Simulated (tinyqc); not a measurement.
Effective-mass impurity with a central-cell term, in a basis of Slater functions: one step, computed by the program tinyqc.

The envelope obeys H = -nabla^2 - (2/r) [Z + A exp(-kappa r)] in effective units, with kappa = a*/lambda; positive A deepens the well near the core.

Task: Generalised eigenproblem. (T + V + W) c = E S c with c^T S c = 1 and the largest component positive.

Impurity: donor, one isotropic band.

kinetic T (Ry*):
```
,1,2,3,4
1,0.1444,0.2420296,0.2957312,0.2868498
2,0.2420296,0.5776,0.9681182,1.182925
3,0.2957312,0.9681182,2.3104,3.872473
4,0.2868498,1.182925,3.872473,9.2416
```

Coulomb V (Ry*):
```
,1,2,3,4
1,-0.76,-0.9553798,-0.9728,-0.8492265
2,-0.9553798,-1.52,-1.910760,-1.9456
3,-0.9728,-1.910760,-3.04,-3.821519
4,-0.8492265,-1.9456,-3.821519,-6.08
```

central cell W (Ry*):
```
,1,2,3,4
1,-0.02192382,-0.05518350,-0.1259313,-0.2459033
2,-0.05518350,-0.1397958,-0.3225301,-0.6402394
3,-0.1259313,-0.3225301,-0.7582813,-1.549298
4,-0.2459033,-0.6402394,-1.549298,-3.313037
```

overlap S:
```
,1,2,3,4
1,1.000000,0.838052,0.512000,0.248312
2,0.838052,1.000000,0.838052,0.512000
3,0.512000,0.838052,1.000000,0.838052
4,0.248312,0.512000,0.838052,1.000000
```

Give: two lowest levels; coefficients of the lowest state; <T>; <W>.

Result:

two lowest levels (Ry*): [-1.544, -0.300]

coefficients of the lowest state: [-0.1039, 0.3643, 0.5662, 0.2118]

<T> = 2.678 Ry*

<W> = -0.9840 Ry*
